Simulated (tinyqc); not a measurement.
Worked calculation (part 2 of 2): UHF in the 3-21g basis, for H3, spin multiplicity 2. This run ends on a higher stationary point, not on the lowest solution. Computed by tinyqc, a small Python program that keeps every step (integrals from PySCF). Command: `OMP_NUM_THREADS=1 python tinyqc.py 24705 24706 out.jsonl` (the two numbers bound the seeds that draw the settings). One thread of a shared host (Intel(R) Xeon(R) Processor @ 2.60GHz), about 0.1 s of CPU time with the checks.

Geometry (angstrom):
```
atom         x         y         z
H     0.000000  0.000000  0.000000
H     0.000000  0.000000  1.347000
H     0.000000  1.283000  0.673000
```

## Iteration 3: building the Fock matrix

D(alpha) after iteration 2, lower triangle:
```
           1H 1s      1H 2s      2H 1s      2H 2s     3H 1s     3H 2s
1H 1s   0.054479
1H 2s   0.113005   0.258517
2H 1s   0.054697   0.113568   0.054917
2H 2s   0.113535   0.259961   0.114100   0.261414
3H 1s  -0.003545  -0.065022  -0.003822  -0.065883  0.138157
3H 2s  -0.065267  -0.265003  -0.066119  -0.267494  0.314257  0.774990
```

D(beta) after iteration 2, lower triangle:
```
          1H 1s     1H 2s     2H 1s     2H 2s     3H 1s     3H 2s
1H 1s  0.040298
1H 2s  0.075544  0.141618
2H 1s  0.040157  0.075280  0.040016
2H 2s  0.075270  0.141104  0.075006  0.140591
3H 1s  0.016710  0.031324  0.016651  0.031211  0.006929
3H 2s  0.029644  0.055572  0.029540  0.055370  0.012292  0.021807
```

core Hamiltonian H = T + V (hartree), lower triangle:
```
           1H 1s      1H 2s      2H 1s      2H 2s      3H 1s      3H 2s
1H 1s  -0.929620
1H 2s  -0.979077  -1.147825
2H 1s  -0.176680  -0.444655  -0.929503
2H 2s  -0.444678  -0.755979  -0.979001  -1.147724
3H 1s  -0.125259  -0.383687  -0.125056  -0.383443  -0.901900
3H 2s  -0.388444  -0.693666  -0.388178  -0.693389  -0.961222  -1.124670
```

nuclear repulsion = 1.12324375 hartree

Given earlier and not repeated: Two-electron integrals (ij|kl) in chemists' order.

J_ij = sum D_kl (ij|kl) with D = D(alpha) + D(beta), K_ij = sum D_kl (ik|jl) for each spin; F = H + J - K(s); E = tr D H + tr D J / 2 - 0.5 sum_s tr D(s) K(s) + E_nn.

Coulomb J (hartree), lower triangle:
```
          1H 1s     1H 2s     2H 1s     2H 2s     3H 1s     3H 2s
1H 1s  1.504166
1H 2s  0.918146  1.219117
2H 1s  0.093309  0.362162  1.504550
2H 2s  0.362112  0.726334  0.918331  1.219236
3H 1s  0.060384  0.317947  0.060262  0.317713  1.583026
3H 2s  0.309305  0.665637  0.309121  0.665368  0.955493  1.243194
```

exchange K(alpha) (hartree), lower triangle:
```
          1H 1s     1H 2s     2H 1s     2H 2s     3H 1s     3H 2s
1H 1s  0.354961
1H 2s  0.331883  0.395822
2H 1s  0.166174  0.243418  0.357013
2H 2s  0.243081  0.342997  0.333321  0.396826
3H 1s  0.042246  0.177807  0.041756  0.177360  0.684461
3H 2s  0.140116  0.273762  0.139994  0.273541  0.548490  0.538209
```

exchange K(beta) (hartree), lower triangle:
```
          1H 1s     1H 2s     2H 1s     2H 2s     3H 1s     3H 2s
1H 1s  0.302078
1H 2s  0.299150  0.356259
2H 1s  0.144485  0.223147  0.300714
2H 2s  0.223495  0.311073  0.298067  0.355391
3H 1s  0.082670  0.122461  0.082465  0.122320  0.104267
3H 2s  0.174980  0.237546  0.174505  0.237242  0.129386  0.206370
```

F(alpha) (hartree), lower triangle:
```
           1H 1s      1H 2s      2H 1s      2H 2s      3H 1s      3H 2s
1H 1s   0.219585
1H 2s  -0.392814  -0.324531
2H 1s  -0.249545  -0.325911   0.218034
2H 2s  -0.325647  -0.372643  -0.393991  -0.325314
3H 1s  -0.107121  -0.243547  -0.106550  -0.243090  -0.003336
3H 2s  -0.219255  -0.301791  -0.219052  -0.301562  -0.554219  -0.419685
```

F(beta) (hartree), lower triangle:
```
           1H 1s      1H 2s      2H 1s      2H 2s      3H 1s      3H 2s
1H 1s   0.272467
1H 2s  -0.360081  -0.284967
2H 1s  -0.227856  -0.305640   0.274333
2H 2s  -0.306061  -0.340719  -0.358738  -0.283880
3H 1s  -0.147545  -0.188201  -0.147259  -0.188050   0.576858
3H 2s  -0.254120  -0.265575  -0.253562  -0.265263  -0.135115  -0.087846
```

total energy of this density = -1.47651541 hartree

## Iteration 3: DIIS over 3 matrices

error matrix X^T (FDS - SDF) X (alpha):
```
           1          2          3          4          5         6
1   0.000000   0.003472   0.000085   0.003546  -0.000229  0.000631
2  -0.003472   0.000000  -0.003356   0.000098  -0.000753  0.000112
3  -0.000085   0.003356   0.000000   0.003430  -0.000269  0.000563
4  -0.003546  -0.000098  -0.003430   0.000000  -0.000782  0.000059
5   0.000229   0.000753   0.000269   0.000782   0.000000  0.003000
6  -0.000631  -0.000112  -0.000563  -0.000059  -0.003000  0.000000
```

B (overlaps of the stored error matrices), lower triangle:
```
               1              2              3
1  2.8570926e-01
2  6.1903339e-02  1.4806980e-02
3  1.3808172e-03  8.1255643e-04  2.1088273e-04
```

Minimise |sum c_i e_i|^2 with sum c_i = 1: solve [B -1; -1 0][c; lambda] = [0; -1] with B_ij = tr e_i^T e_j summed over both spins, and take F = sum c_i F_i.

DIIS coefficients: 0.101030  -0.496947  1.395917

extrapolated F(alpha) (hartree), lower triangle:
```
           1H 1s      1H 2s      2H 1s      2H 2s      3H 1s      3H 2s
1H 1s   0.222480
1H 2s  -0.391020  -0.324273
2H 1s  -0.248277  -0.324759   0.220812
2H 2s  -0.324453  -0.372506  -0.392323  -0.325163
3H 1s  -0.107172  -0.243649  -0.106638  -0.243219  -0.002276
3H 2s  -0.219151  -0.302255  -0.219011  -0.302067  -0.552757  -0.420013
```

extrapolated F(beta) (hartree), lower triangle:
```
           1H 1s      1H 2s      2H 1s      2H 2s      3H 1s      3H 2s
1H 1s   0.269491
1H 2s  -0.361581  -0.285267
2H 1s  -0.228840  -0.306448   0.271542
2H 2s  -0.306900  -0.340793  -0.360123  -0.284082
3H 1s  -0.147065  -0.187637  -0.146773  -0.187479   0.574514
3H 2s  -0.253700  -0.264469  -0.253110  -0.264134  -0.135327  -0.086815
```

## Iteration 3: diagonalisation and new density

X, lower triangle:
```
           1H 1s      1H 2s      2H 1s      2H 2s      3H 1s     3H 2s
1H 1s   1.247739
1H 2s  -0.499524   1.508073
2H 1s   0.036162   0.011474   1.247732
2H 2s   0.011497  -0.329742  -0.499498   1.507891
3H 1s   0.034223   0.015464   0.034205   0.015505   1.246554
3H 2s   0.019959  -0.274736   0.019977  -0.274478  -0.494912  1.467172
```

Diagonalise F' = X^T F X, C = X C', fill 2 alpha and 1 beta electrons from the bottom; D(s) = C_occ C_occ^T. Each column has its largest component positive (the first on a tie).

F' = X^T F X (alpha) (hartree), lower triangle:
```
           1          2          3          4          5         6
1   0.729553
2  -0.638360   0.232681
3  -0.056372  -0.136228   0.728357
4  -0.136098  -0.177721  -0.639259   0.231986
5   0.043506  -0.062372   0.043899  -0.061985   0.560769
6  -0.048920  -0.096107  -0.048651  -0.095783  -0.765874  0.141771
```

orbital energies (alpha) (hartree): MO1 -0.603115, MO2 -0.316274, MO3 0.061166, MO4 1.101459, MO5 1.134217, MO6 1.247663

coefficients C (alpha):
```
            MO1        MO2        MO3        MO4        MO5        MO6
1H 1s  0.163431  -0.158701   0.191965   0.509171  -0.910641   0.795059
1H 2s  0.241916  -0.451734   0.862908  -0.591882   1.038820  -0.521268
2H 1s  0.163827  -0.159992  -0.191379   0.513365   0.908997   0.794016
2H 2s  0.242563  -0.455347  -0.860046  -0.596854  -1.036772  -0.520276
3H 1s  0.244717   0.275162  -0.000467  -1.041727   0.002842   0.762135
3H 2s  0.382060   0.797207  -0.002109   1.233516  -0.003131  -0.496046
```

F' = X^T F X (beta) (hartree), lower triangle:
```
           1          2          3          4          5         6
1   0.770604
2  -0.620682   0.258334
3  -0.043287  -0.123657   0.772322
4  -0.123805  -0.162961  -0.620048   0.259088
5   0.003742  -0.073781   0.003877  -0.073691   1.022550
6  -0.092763  -0.131298  -0.092535  -0.131169  -0.529879  0.370808
```

orbital energies (beta) (hartree): MO1 -0.497385, MO2 0.084103, MO3 0.174069, MO4 1.152317, MO5 1.194673, MO6 1.345928

coefficients C (beta):
```
            MO1        MO2        MO3        MO4        MO5        MO6
1H 1s  0.205276  -0.182806  -0.071231  -0.919527   0.842239   0.416967
1H 2s  0.377470  -0.871525  -0.388759   1.036306  -0.743580  -0.168451
2H 1s  0.204301   0.182730  -0.071643   0.903704   0.858547   0.418684
2H 2s  0.375505   0.871640  -0.391401  -1.022271  -0.761385  -0.170215
3H 1s  0.084235   0.000368   0.162828   0.003518  -0.525417   1.221462
3H 2s  0.137195   0.001957   1.056271  -0.005692   0.722216  -0.944978
```

D(alpha) after iteration 3, lower triangle:
```
           1H 1s      1H 2s      2H 1s      2H 2s     3H 1s     3H 2s
1H 1s   0.051896
1H 2s   0.111227   0.262586
2H 1s   0.052165   0.111906   0.052437
2H 2s   0.111906   0.264375   0.112590   0.266177
3H 1s  -0.003674  -0.065099  -0.003932  -0.065935  0.135600
3H 2s  -0.064077  -0.267699  -0.064955  -0.270332  0.312857  0.781508
```

D(beta) after iteration 3, lower triangle:
```
          1H 1s     1H 2s     2H 1s     2H 2s     3H 1s     3H 2s
1H 1s  0.042138
1H 2s  0.077485  0.142483
2H 1s  0.041938  0.077117  0.041739
2H 2s  0.077082  0.141742  0.076716  0.141004
3H 1s  0.017291  0.031796  0.017209  0.031631  0.007095
3H 2s  0.028163  0.051787  0.028029  0.051518  0.011557  0.018823
```

## Iteration 11 (converged): orbitals

converged F(alpha) (hartree), lower triangle:
```
           1H 1s      1H 2s      2H 1s      2H 2s      3H 1s      3H 2s
1H 1s   0.223133
1H 2s  -0.391501  -0.324895
2H 1s  -0.248219  -0.324623   0.223573
2H 2s  -0.324745  -0.372732  -0.391138  -0.324568
3H 1s  -0.106899  -0.243906  -0.106723  -0.243756  -0.006158
3H 2s  -0.218764  -0.302486  -0.218551  -0.302327  -0.556030  -0.422226
```

converged F(beta) (hartree), lower triangle:
```
           1H 1s      1H 2s      2H 1s      2H 2s      3H 1s      3H 2s
1H 1s   0.269640
1H 2s  -0.361757  -0.285031
2H 1s  -0.229790  -0.307675   0.269225
2H 2s  -0.307575  -0.341314  -0.362065  -0.285256
3H 1s  -0.146495  -0.186332  -0.146436  -0.186326   0.576273
3H 2s  -0.253487  -0.263567  -0.253547  -0.263631  -0.133152  -0.084867
```

As before.

F' = X^T F X (alpha) (hartree), lower triangle:
```
           1          2          3          4          5         6
1   0.731059
2  -0.639394   0.232439
3  -0.056051  -0.136484   0.731379
4  -0.136509  -0.177889  -0.639195   0.232575
5   0.043640  -0.061873   0.043714  -0.061796   0.558202
6  -0.048214  -0.095979  -0.048137  -0.095923  -0.768424  0.140994
```

orbital energies (alpha) (hartree): MO1 -0.604252, MO2 -0.319003, MO3 0.061884, MO4 1.103305, MO5 1.135782, MO6 1.248931

coefficients C (alpha):
```
            MO1        MO2        MO3        MO4        MO5        MO6
1H 1s  0.162240  -0.160154  -0.191053   0.505477   0.909824   0.798516
1H 2s  0.239779  -0.455527  -0.862017  -0.590936  -1.037046  -0.525021
2H 1s  0.162040  -0.160036   0.191111   0.504256  -0.910067   0.799033
2H 2s  0.239445  -0.455094   0.862288  -0.589319   1.037433  -0.525476
3H 1s  0.247313   0.274423   0.000018  -1.047589   0.000952   0.753485
3H 2s  0.386573   0.793784   0.000159   1.238092  -0.000885  -0.486562
```

F' = X^T F X (beta) (hartree), lower triangle:
```
           1          2          3          4          5         6
1   0.771057
2  -0.621077   0.258895
3  -0.043812  -0.124316   0.770719
4  -0.124262  -0.163223  -0.621234   0.258684
5   0.003989  -0.073178   0.004044  -0.073142   1.023226
6  -0.092725  -0.130871  -0.092727  -0.130886  -0.528465  0.371670
```

orbital energies (beta) (hartree): MO1 -0.498042, MO2 0.084102, MO3 0.175039, MO4 1.152610, MO5 1.194932, MO6 1.345610

coefficients C (beta):
```
            MO1        MO2        MO3        MO4        MO5        MO6
1H 1s  0.205443  -0.182949  -0.070997   0.910093   0.850985   0.419792
1H 2s  0.376816  -0.871141  -0.390146  -1.028207  -0.754186  -0.171150
2H 1s  0.205638   0.183044  -0.070717  -0.913117   0.847778   0.419571
2H 2s  0.377274   0.871512  -0.388082   1.030880  -0.750511  -0.170935
3H 1s  0.083236  -0.000209   0.162581   0.000813  -0.528173   1.220380
3H 2s  0.134929  -0.000876   1.057072  -0.001117   0.724012  -0.943050
```

D(alpha) after iteration 11, lower triangle:
```
           1H 1s      1H 2s      2H 1s      2H 2s     3H 1s     3H 2s
1H 1s   0.051971
1H 2s   0.111856   0.264999
2H 1s   0.051920   0.111755   0.051869
2H 2s   0.111733   0.264722   0.111631   0.264445
3H 1s  -0.003826  -0.065707  -0.003843  -0.065670  0.136471
3H 2s  -0.064410  -0.268898  -0.064394  -0.268683  0.313437  0.779531
```

D(beta) after iteration 11, lower triangle:
```
          1H 1s     1H 2s     2H 1s     2H 2s     3H 1s     3H 2s
1H 1s  0.042207
1H 2s  0.077414  0.141990
2H 1s  0.042247  0.077488  0.042287
2H 2s  0.077508  0.142163  0.077582  0.142335
3H 1s  0.017100  0.031365  0.017116  0.031403  0.006928
3H 2s  0.027720  0.050843  0.027747  0.050905  0.011231  0.018206
```

## Convergence

Stop when the energy changes by less than 1e-10 hartree and every element of the error matrix X^T (F D S - S D F) X (for each spin) is below 3e-06.

Course of the cycle:
```
iteration  E (hartree)     change  largest element of the error matrix
1          -1.33818869          -                             1.65e-01
2          -1.46915002  -1.31e-01                             3.94e-02
3          -1.47651541  -7.37e-03                             3.55e-03
4          -1.47663614  -1.21e-04                             7.01e-04
5          -1.47664020  -4.06e-06                             2.83e-04
6          -1.47664131  -1.11e-06                             1.60e-04
7          -1.47664113   1.78e-07                             1.53e-04
8          -1.47663939   1.75e-06                             4.56e-05
9          -1.47663925   1.34e-07                             3.90e-06
10         -1.47663925  -2.64e-10                             1.39e-06
11         -1.47663925  -2.86e-11                             8.33e-07
```

PySCF UHF in the same basis, after a stability check = -1.49080870 hartree

Converged in 11 iterations. But the solution lies 0.01417 hartree above the reference: it is another stationary point, not the lowest one. Reruns (cap 100 unless said): DIIS 8: converged in 10 to a higher stationary point; damping 0.5: not converged; level shift 0.5: not converged; atomic densities as start, DIIS 8: converged in 11 to a higher stationary point.

## Populations, bond orders and dipole

overlap S, lower triangle:
```
          1H 1s     1H 2s     2H 1s     2H 2s     3H 1s     3H 2s
1H 1s  1.000000
1H 2s  0.645899  1.000000
2H 1s  0.058126  0.242526  1.000000
2H 2s  0.242526  0.552399  0.645899  1.000000
3H 1s  0.037964  0.208009  0.037887  0.207858  1.000000
3H 2s  0.208009  0.503295  0.207858  0.503073  0.645899  1.000000
```

Mulliken: Z minus the diagonal of D S on the atom; Loewdin: the same with S^(1/2) D S^(1/2); Mayer order: 2 sum_s sum (D(s) S)_ij (D(s) S)_ji over the two atoms.

Charges (e):
```
atom   Mulliken    Loewdin  Mulliken spin
1H     0.056322   0.073269       0.061066
2H     0.056407   0.073364       0.059651
3H    -0.112729  -0.146633       0.879283
```

Mayer bond orders:
```
pair     order
2-1   0.910750
3-1   0.065664
3-2   0.065874
```

dipole moment about the origin, x y z (debye): 0.000000  -0.698625  0.000556

<S^2> of the determinant (pure state: 0.75) = 0.751615
